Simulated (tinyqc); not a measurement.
Current crowding under a contact, resistor ladder against the transmission-line model: two steps of the calculation.

A metal contact of length d and width W on a thin layer of the same width. The metal has no resistance, the sheet resistance under it equals Rsh, and current enters the layer at the front edge x = 0.

Parameters, values chosen for the exercise: sheet resistance of the semiconductor layer Rsh = 1200 ohm/sq; specific contact resistivity rc = 2.4e-6 ohm cm^2; contact length d = 0.58 um; contact width W = 2.7 um; cells n = 10; current I = 1 mA.

Task 1. Voltages and the share of the current. Cut the contact into n cells of length hc = d/n. Neighbouring cell centres are joined by a = W/(Rsh hc), each centre joins the metal (0 V) by g = W hc/rc, and I enters cell 1 through half a cell: -a v_(i-1) + b_i v_i - a v_(i+1) = I for i = 1 and 0 otherwise, b_i = g + 2 a (g + a at both ends). Rc = v_1/I + 1/(2 a). Cell i passes g v_i to the metal.

a = 0.038793103 S
g = 0.0006525 S

| cell | b_i (S) |
|---|---|
| 1 | 0.039445603 |
| 2 | 0.078238707 |
| 3 | 0.078238707 |
| 4 | 0.078238707 |
| 5 | 0.078238707 |
| 6 | 0.078238707 |
| 7 | 0.078238707 |
| 8 | 0.078238707 |
| 9 | 0.078238707 |
| 10 | 0.039445603 |

Wanted: v_i; share of the current; Rc of the ladder.

Result 1.

| cell | v_i (mV) | share of the current (%) |
|---|---|---|
| 1 | 218.53 | 14.259 |
| 2 | 196.43 | 12.817 |
| 3 | 177.63 | 11.590 |
| 4 | 161.82 | 10.559 |
| 5 | 148.73 | 9.705 |
| 6 | 138.14 | 9.014 |
| 7 | 129.88 | 8.475 |
| 8 | 123.80 | 8.078 |
| 9 | 119.80 | 7.817 |
| 10 | 117.82 | 7.688 |

Rc of the ladder = 231.42 ohm

The first cell passes 14.3 % of the current and the last 7.69 %; an even spread would give 10.0 % each.

Task 2. The transmission-line result. Transfer length Lt = sqrt(rc/Rsh); front resistance Rc = (Rsh Lt/W) coth(d/Lt); end resistance Re = (Rsh Lt/W)/sinh(d/Lt). v(x) = I (Rsh Lt/W) cosh((d - x)/Lt)/sinh(d/Lt) at the cell centres x = (i - 1/2) d/n.

Give: Lt; Rc; Re; v(x).

Result 2.

Lt = 0.4472 um
Rc = 230.9 ohm
Re = 117.4 ohm

| cell | v(x) (mV) |
|---|---|
| 1 | 218.5 |
| 2 | 196.3 |
| 3 | 177.5 |
| 4 | 161.7 |
| 5 | 148.6 |
| 6 | 138.0 |
| 7 | 129.8 |
| 8 | 123.7 |
| 9 | 119.7 |
| 10 | 117.7 |

The ladder's Rc is 0.24 % above this value, with cells 0.13 Lt long.

Program tinyqc, `OMP_NUM_THREADS=1 python tinyqc.py 2760159 2760160 out.jsonl`; Intel Xeon 2.30GHz, shared host, one thread, about 0.01 s.
